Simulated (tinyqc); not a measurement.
Quantum point contact as a saddle point with Zeeman splitting: two steps of the calculation.

Potential V0 - m wx^2 x^2/2 + m wy^2 y^2/2; energies are counted from V0. Mode n = 0, 1, ... transmits T_n(E) = 1/(1 + exp(-2 pi (E - E_n)/wx)), E_n = wy (n + 1/2) +/- Ez/2 for the two spins, Ez = gs muB B, muB = q hbar/(2 m0); each spin carries q^2/h.

Values chosen for this exercise: temperature T = 2.5 K; transverse quantum hbar wy wy = 1.9 meV; curvature of the barrier hbar wx wx = 1.5 meV; Fermi level above the saddle point mu = 6.55 meV; size of the g factor gs = 2.4; in-plane magnetic field B = 8 T; points of the energy grid nE = 11; half-range of the grid in kB T xm = 7.

Constants: q = 1.602176634e-19 C, kB = 1.380649e-23 J/K, hbar = 1.054571817e-34 J s, h = 6.62607015e-34 J s, m0 = 9.1093837015e-31 kg, Vt = kB T/q. Results are converted to the units shown.

Problem 1. Transmissions at the Fermi level. At zero temperature g = G/(2 q^2/h) = (1/2) sum T_n(mu); Fano factor sum T_n (1 - T_n)/sum T_n. Modes beyond those listed are in the sums but add less than 1e-4 to g.

Find: E_n; T_n; g; G; Fano factor.

Solution 1.

```
mode  E_n (meV)    T_n
0-        0.394  1.000
1-        2.294  1.000
2-        4.194  1.000
3-        6.094  0.871
4-        7.994  0.002
0+        1.506  1.000
1+        3.406  1.000
2+        5.306  0.995
3+        7.206  0.060
4+        9.106  0.000
```

g = 3.464
G = 268.4 uS
Fano factor = 0.02554

Problem 2. Thermal average on a coarse grid. g(T) = int g(E) (-df/dE) dE = int g(mu + x kB T) dx/(4 cosh^2(x/2)), g(E) the zero-temperature value at E, g = G/(2 q^2/h). Simpson's rule on nE equally spaced x from -xm to xm.

Give: x; E; g(E); weight; integral of the weight; g(T); g(T) divided by the integral of the weight.

Solution 2.

```
point        x  E (meV)    g(E)   weight
0      -7.0000   5.0420  2.6160  0.00091
1      -5.6000   5.3436  2.7865  0.00367
2      -4.2000   5.6452  2.9685  0.01456
3      -2.8000   5.9468  3.1455  0.05404
4      -1.4000   6.2484  3.3277  0.15868
5       0.0000   6.5500  3.4640  0.25000
6       1.4000   6.8516  3.5758  0.15868
7       2.8000   7.1532  3.7310  0.05404
8       4.2000   7.4548  3.9158  0.01456
9       5.6000   7.7564  4.0909  0.00367
10      7.0000   8.0580  4.2757  0.00091
```

integral of the weight = 1.0063
g(T) = 3.4762
g(T) divided by the integral of the weight = 3.4543

Range of the model: Orbital effects of the in-plane field and interactions (such as the 0.7 feature) are left out.

Computed by the program tinyqc: `OMP_NUM_THREADS=1 python tinyqc.py 2740036 2740037 out.jsonl`, one thread of a shared Intel Xeon 2.30GHz, about 0.07 s for the whole run.
